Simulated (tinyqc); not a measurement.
Fermi level and growth conditions: formation energy of a charged point defect from supercell energies. Computed by tinyqc, a small Python program. Command: `OMP_NUM_THREADS=1 python tinyqc.py 3029235 3029236 out.jsonl formation walk`. One thread of a shared host (Intel(R) Xeon(R) Processor @ 2.30GHz), about 0.01 s of CPU time with the checks.

The host is a compound AB. Making the defect adds n_A = 0, n_B = -1 atoms to the cell. All total energies are inputs. E_F is counted from the valence-band maximum (VBM); x = 0 is A-rich and x = 1 B-rich growth.

Inputs (values chosen for the exercise, with gap and screening modelled on AlN):

| quantity | value | unit |
|---|---|---|
| gap E_g | 5.96 | eV |
| E_VBM of the host cell | 4.426 | eV |
| potential alignment dV | -0.12 | eV |
| dielectric constant eps | 8.25 | - |
| cell length L | 9.43 | angstrom |
| mu_B of the pure element | -3.312 | eV |
| formation enthalpy dH of AB | -4.6 | eV |
| growth condition x | 0.82 | - |

Defect: vacancy of B. Supercell lattice: bcc.

charge states q: 2  1  0  -1  -2

E(defect, q) - E(host), in the order of q (eV): -4.515  1.565  8.114  15.02  23.097

Constants: e^2/(4 pi eps_0) = 14.39964548 eV angstrom.

Method:
- dmu_A = x dH and dmu_B = (1 - x) dH, so that dmu_A + dmu_B = dH; mu = mu(element) + dmu.
- The reservoir term is sum n_i mu_i.
- Image-charge correction of a point charge in a neutralising background: E_corr = q^2 alpha e^2/(4 pi eps_0) / (2 eps L), alpha = 2.888462 for a bcc array with L the cube root of the volume.
- E_f(q, E_F) = [E(defect, q) - E(host)] - sum n_i mu_i + q (E_VBM + dV + E_F) + E_corr(q).
- Each entry is the lowest E_f over q.

E_f(q, 0) (eV): (q=+2) 1.0263, (q=+1) 1.9983, (q=0) 3.9740, (q=-1) 6.8413, (q=-2) 11.4143

sum n_i mu_i = 4.14 eV

Lowest formation energy (eV):

| E_F (eV) | stable q | A-rich, x = 0 | x = 0.5 | B-rich, x = 1 |
|---|---|---|---|---|
| 0.000 | +2 | -2.7457 | -0.4457 | 1.8543 |
| 0.745 | +2 | -1.2557 | 1.0443 | 3.3443 |
| 1.490 | +1 | -0.2837 | 2.0163 | 4.3163 |
| 2.235 | 0 | 0.2020 | 2.5020 | 4.8020 |
| 2.980 | -1 | 0.0893 | 2.3893 | 4.6893 |
| 3.725 | -1 | -0.6557 | 1.6443 | 3.9443 |
| 4.470 | -1 | -1.4007 | 0.8993 | 3.1993 |
| 5.215 | -2 | -2.7877 | -0.4877 | 1.8123 |
| 5.960 | -2 | -4.2777 | -1.9777 | 0.3223 |

What follows from these numbers?

Going from A-rich to B-rich growth shifts every line by +4.600 eV and moves no transition level. The slope of the envelope is the stable charge, so E_f is highest at E_F = 2.23 eV of those listed, and it falls on both sides: the defect is amphoteric and compensates either doping. Under A-rich growth E_f turns negative for part of the gap, so in equilibrium E_F cannot enter that part.

Extremes, crossings and ranges named in words are read from the listed rows.
